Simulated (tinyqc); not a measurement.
## Subthreshold parameters from three currents

Question. Far below threshold and for Vds well above Vt the virtual-source current tends to I = Cinv n Vt vx0 exp((Vgs - VT0 + dl Vds + al Vt)/(n Vt)) per width, with constant n; the three currents follow this limit. Find n, dl and VT0.

Parameters, values chosen for the exercise:

| symbol | value | unit | meaning |
|---|---|---|---|
| T | 350 | K | temperature |
| Cinv | 2.48 | uF/cm^2 | inversion capacitance |
| vx0 | 3.21e7 | cm/s | velocity at the virtual source |
| al | 3.5 |  | threshold shift (in units of Vt) from weak to strong inversion |

Constants: q = 1.602176634e-19 C, kB = 1.380649e-23 J/K, Vt = kB T/q. Results are converted to the units shown.

I at (Vgs, Vds) = (-0.2, 0.3), (-0.13, 0.3) and (-0.2, 1.1) V (nA/um): [17.055360, 76.979934, 372.23306]

Solution. The first two currents differ in Vgs alone and give n; the first and third differ in Vds alone and give dl; the size of the first then gives VT0.

n = 1.54
dl = 0.179 V/V
VT0 = 0.423 V

Numbers from tinyqc (`OMP_NUM_THREADS=1 python tinyqc.py 2380097 2380098 out.jsonl`; about 0.01 s on one thread of a shared Intel Xeon 2.30GHz).
